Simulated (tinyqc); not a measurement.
Crystal pulling from the melt: segregation, interface stability, heat balance and point-defect regime: one step, computed by the program tinyqc. Command: `OMP_NUM_THREADS=1 python tinyqc.py 3020655 3020656 out.jsonl pull walk`. One thread of a shared host (Intel(R) Xeon(R) Processor @ 2.30GHz), about 0.01 s of CPU time with the checks.

A dilute solute; steady pulling with a flat interface unless it is found unstable.

Task: Heat balance and the ratio V/G. k_S G_S = k_L G_L + L V; the largest rate for this G_S, with G_L = 0, is k_S G_S/L. Voronkov: the crystal grows vacancy-rich if V/G_S > xi_c and interstitial-rich if below; at fixed G_L the neutral rate solves V = xi_c G_S(V).

Inputs (values chosen for the exercise, modelled on germanium in silicon): pull rate V = 0.72 mm/min; gradient in the melt G_L = 18 K/cm; solid conductivity k_S = 23.3 W/(m K); melt conductivity k_L = 60.1 W/(m K); latent heat per volume L = 4260 J/cm^3; critical ratio xi_c = 0.13 mm^2/(min K).

Give: gradient in the solid G_S; largest rate; V/G_S; neutral pull rate.

Result:

gradient in the solid G_S = 68.37 K/cm

largest rate = 2.244 mm/min

V/G_S = 0.1053 mm^2/(min K)

neutral pull rate = 0.9995 mm/min

V/G_S is 0.81 xi_c: interstitials survive and can form dislocation loops. Latent heat makes up 32 % of the flux.
